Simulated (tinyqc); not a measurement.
Polarisation charge from two barrier thicknesses.

Question. VT = phiB - dEc - q sigma d/(eps0 eps_r). Find sigma, phiB - dEc and the thickness at which VT = 0.

Parameters, values chosen for the exercise: relative permittivity of barrier and channel eps_r = 9.6.

Constants: q = 1.602176634e-19 C, eps0 = 8.8541878128e-14 F/cm where lengths are in cm. Results are converted to the units shown.

VT for d = 18 and 24 nm (V): -4.9759192  -6.9027789

Answer. VT is linear in d.

sigma = 1.70e13 cm^-2
phiB - dEc = 0.805 V
thickness for VT = 0 = 2.51 nm

Computed by the program tinyqc: `OMP_NUM_THREADS=1 python tinyqc.py 2570152 2570153 out.jsonl`, one thread of a shared Intel Xeon 2.30GHz, about 0.03 s for the whole run.
